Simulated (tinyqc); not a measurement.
Thermal boundary conductance by the acoustic and diffuse mismatch models: one step, computed by the program tinyqc. Command: `OMP_NUM_THREADS=1 python tinyqc.py 3008310 3008311 out.jsonl kapitza walk`. One thread of a shared host (Intel(R) Xeon(R) Processor @ 2.30GHz), about 0.01 s of CPU time with the checks.

Each side has one longitudinal and two transverse Debye branches, omega = v q up to q_D = (6 pi^2 n)^(1/3), with n counting all atoms. Scattering at the interface is elastic. Electrons are left out of G, also for metals. Melting is ignored. G refers to the temperatures of the phonons sent towards the interface. Linear branches over all atoms overstate G at high T, most for crystals with several atoms a cell.

Problem. Boundary conductance. G = (k_B^4 T^3/(8 pi^2 hbar^3)) int W(x) x^4 e^x/(e^x - 1)^2 dx, x = hbar omega/(k_B T). Acoustic mismatch: W = sum over the three branches of alpha(1 to 2)/v_1^2, each up to the lower of its two cut-offs. Diffuse mismatch: W = S_1 S_2/(S_1 + S_2), where S_i sums 1/v^2 over the branches of side i still below their cut-off. Radiation limit: W = min(S_1, S_2). The integral is split at the four cut-offs (64 Gauss-Legendre points a piece, x at most 45). Boundary resistance R = 1/G and Kapitza length kappa_2/G use the diffuse value.

Inputs (values chosen for the exercise, for two model solids): conductivity kappa_2 = 65.1 W/(m K); temperature T = 300 K.

Structure: superlattice.

Branches:
```
branch     v (m/s)  cut-off (K)  Z (1e6 kg/(m^2 s))
L, side 1    11100     1533.909             144.300
T, side 1     4840      668.839              62.920
L, side 2     9690     1373.857              86.241
T, side 2     5870      832.254              52.243
```

Transmission:
```
branch  t at normal incidence  largest angle from side 1 (deg)  alpha, 1 to 2  alpha, 2 to 1
L                   0.9365776                         90.00000      0.8683750      0.6617728
T                   0.9914045                         55.54102      0.6350559      0.9341088
```

Constants: k_B = 1.380649e-23 J/K; hbar = 1.054571817e-34 J s.

Give: G, acoustic mismatch; G, diffuse mismatch; G, radiation limit; boundary resistance R; Kapitza length in side 2.

Solution.

G, acoustic mismatch = 2682.9 MW/(m^2 K)

G, diffuse mismatch = 1797.8 MW/(m^2 K)

G, radiation limit = 3032.0 MW/(m^2 K)

boundary resistance R = 0.55623 m^2 K/GW

Kapitza length in side 2 = 36.211 nm

The diffuse value is 0.67 times the acoustic one and 59 % of the radiation limit. Diffuse scattering lowers G here: it sends back a share of the phonons that specular transmission lets pass. Caution: at this temperature short waves carry the heat; linear branches up to q_D overstate their velocity, and inelastic processes, left out here, grow with T.
